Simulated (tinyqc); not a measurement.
Bias dependence of the times: oxide trap near a transistor channel: two-state multiphonon kinetics, telegraph noise and bias instability. Computed by tinyqc, a small Python program. Command: `OMP_NUM_THREADS=1 python tinyqc.py 3003716 3003717 out.jsonl oxidetrap walk`. One thread of a shared host (Intel(R) Xeon(R) Processor @ 2.30GHz), about 0.01 s of CPU time with the checks.

An n-channel device under positive gate bias. The trap is empty (state 1) or holds an electron (state 2); both states are parabolas of equal curvature, and the electron reservoir is taken at the Fermi level of the channel.

Inputs (values chosen for the exercise, with an insulator like Al2O3 on silicon):
```
quantity,value,unit
insulator constant eps_ox,9.03,-
trap depth x from the interface,0.35,nm
tunnel barrier phi_b,2.11,eV
tunnelling mass m_ox,0.38,m_0
trap level above E_F at zero field E_t,0.15,eV
relaxation energy E_R,1.1,eV
oxide field F,7,MV/cm
attempt rate k_0 at the interface,2e+11,1/s
temperature T,450,K
```

Parts treated: one trap.

Constants: hbar^2/(2 m_0) = 3.80998212 eV angstrom^2; k_B = 8.617333262e-05 eV/K.

Method. kappa = sqrt(2 m_ox phi_b)/hbar = sqrt(m_ox phi_b/(hbar^2/2m_0)); attenuation length lambda = 1/(2 kappa); factor exp(-x/lambda) for a rectangular barrier. E_21 = E_t - e F x is the energy of state 2 over state 1; barriers E_c = (E_R + E_21)^2/(4 E_R), E_e = E_c - E_21; tau_c = exp(E_c/k_B T)/(k_0 P), tau_e = exp(E_e/k_B T)/(k_0 P), P the tunnelling factor; occupation f_2 = tau_e/(tau_c + tau_e); 1/tau_0 = 1/tau_c + 1/tau_e.

tunnelling factor = 0.0403075

Against field:
```
F (MV/cm),E_21 (eV),tau_c (s),tau_e (s),f_2
0.0,0.1500,1.1767e-06,2.4590e-08,0.02047
2.1,0.0765,4.1374e-07,5.7539e-08,0.12209
4.2,0.0030,1.5498e-07,1.4344e-07,0.48067
5.6,-0.0460,8.3415e-08,2.7316e-07,0.76607
7.0,-0.0950,4.6179e-08,5.3505e-07,0.92055
8.4,-0.1440,2.6294e-08,1.0779e-06,0.97619
10.5,-0.2175,1.1910e-08,3.2494e-06,0.99635
```

What follows from these numbers?

ln(tau_c/tau_e) falls by e x/k_B T = 0.903 per MV/cm, which measures the depth x if the change of surface potential with bias is left aside. Over these rows tau_c shortens by 1.99 decades and tau_e lengthens by 2.12; the two share the shift almost equally, as the first and last E_21 average to little against E_R. The times cross at F = E_t/(e x) = 4.29 MV/cm. Caution: a field 1.5 times as high comes near the usual breakdown field of such an insulator.

Extremes, crossings and ranges named in words are read from the listed rows.
